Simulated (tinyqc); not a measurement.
Worked calculation: smearing for a one-band metal on the fcc lattice. Values are carried at full precision from step to step, so a last printed digit may differ when a step is redone from the rounded ones.

Lattice vectors (units of a): a1 = (0, 1/2, 1/2), a2 = (1/2, 0, 1/2), a3 = (1/2, 1/2, 0). E(k) = -t A_1(k) - t2 A_2(k), A_m the sum of cos(k . R) over the 12 nearest and 6 second lattice vectors. Mesh k = sum (j_i/N) b_i, j_i = 0 .. N-1.

Values chosen for the exercise: t = 1.41 eV (nearest hopping); t2 = -0.25 eV (second hopping); N = 6 (unshifted mesh); ne = 1.65 (electrons per cell); sigma = 0.282 eV (width).

## Levels on the mesh

Evaluate the band and collect equal energies with their counts.

Distinct levels:

| E_k (eV) | points |
|---|---|
| -15.4200 | 1 |
| -11.9400 | 8 |
| -10.5300 | 6 |
| -7.0500 | 12 |
| -4.9800 | 8 |
| -4.2300 | 24 |
| -1.5000 | 4 |
| -0.7500 | 24 |
| 0.6600 | 24 |
| 0.7500 | 6 |
| 1.4100 | 24 |
| 4.2300 | 36 |
| 4.9800 | 24 |
| 6.3900 | 12 |
| 7.1400 | 3 |

15 distinct levels; the mean spacing is 1.611 eV.

## Fermi level with Gaussian smearing

With x = (E_k - mu)/sigma: Gaussian f = erfc(x)/2, s = exp(-x^2)/(2 sqrt(pi)). With weights w = points/N^d (d the dimension), mu solves 2 sum w f = ne; E = 2 sum w f E_k, S = 2 sum w s, F = E - sigma S.

Weights w = points/total. Bisection from the lowest and highest level; ten steps are shown.

Bisection:

| step | low (eV) | high (eV) | mu (eV) | electrons |
|---|---|---|---|---|
| 1 | -15.4200 | 7.1400 | -4.1400 | 0.4739 |
| 2 | -4.1400 | 7.1400 | 1.5000 | 1.2331 |
| 3 | 1.5000 | 7.1400 | 4.3200 | 1.5304 |
| 4 | 4.3200 | 7.1400 | 5.7300 | 1.8611 |
| 5 | 4.3200 | 5.7300 | 5.0250 | 1.7698 |
| 6 | 4.3200 | 5.0250 | 4.6725 | 1.6481 |
| 7 | 4.6725 | 5.0250 | 4.8487 | 1.6953 |
| 8 | 4.6725 | 4.8487 | 4.7606 | 1.6677 |
| 9 | 4.6725 | 4.7606 | 4.7166 | 1.6572 |
| 10 | 4.6725 | 4.7166 | 4.6945 | 1.6525 |

## Occupations and energies

Converge mu, then list x, f and s of each level and form the sums.

mu = 4.6820 eV

x, f and s of each level:

| E_k (eV) | x | f | s |
|---|---|---|---|
| -15.4200 | -71.28 | 1.0000 | 0.0000 |
| -11.9400 | -58.94 | 1.0000 | 0.0000 |
| -10.5300 | -53.94 | 1.0000 | 0.0000 |
| -7.0500 | -41.60 | 1.0000 | 0.0000 |
| -4.9800 | -34.26 | 1.0000 | 0.0000 |
| -4.2300 | -31.60 | 1.0000 | 0.0000 |
| -1.5000 | -21.92 | 1.0000 | 0.0000 |
| -0.7500 | -19.26 | 1.0000 | 0.0000 |
| 0.6600 | -14.26 | 1.0000 | 0.0000 |
| 0.7500 | -13.94 | 1.0000 | 0.0000 |
| 1.4100 | -11.60 | 1.0000 | 0.0000 |
| 4.2300 | -1.60 | 0.9883 | 0.0216 |
| 4.9800 | 1.06 | 0.0675 | 0.0924 |
| 6.3900 | 6.06 | 0.0000 | 0.0000 |
| 7.1400 | 8.72 | 0.0000 | 0.0000 |

E = -1.9567 eV
S = 0.0277
F = -1.9646 eV
(E + F)/2 = -1.9607 eV

Levels with f between 0.001 and 0.999: 2. (E + F)/2 removes the term in sigma^2 for this scheme. That argument needs a smooth density of states, and the number of distinct levels within 2 sigma of mu is only 2, so it may fail on this mesh.

## Checks

- The slope dF/d sigma by finite differences against -S: both -0.027727.
- The slope dF/d ne by finite differences against mu (eV): both 4.6820.

tinyqc: `OMP_NUM_THREADS=1 python tinyqc.py 1680751 1680752 out.jsonl`; about 0.3 s, one thread, shared Intel(R) Xeon(R) Processor @ 2.30GHz.
